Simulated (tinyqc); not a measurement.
Inductance and parasitic capacitance from two readings.

Problem. A loss-free coil L in parallel with C shows the apparent inductance L/(1 - w^2 L C), w = 2 pi f. Find L, C and the self-resonance 1/(2 pi sqrt(L C)).

apparent inductance at 5.3 and 12 GHz (nH): 2.6859430  5.2834301

Solution. The inverse of the reading is 1/L - w^2 C, a straight line in w^2.

L = 2.400 nH
C = 40.00 fF
self-resonance = 16.24 GHz

Numbers from tinyqc (`OMP_NUM_THREADS=1 python tinyqc.py 2302155 2302156 out.jsonl`; about 0.01 s on one thread of a shared Intel Xeon 2.30GHz).
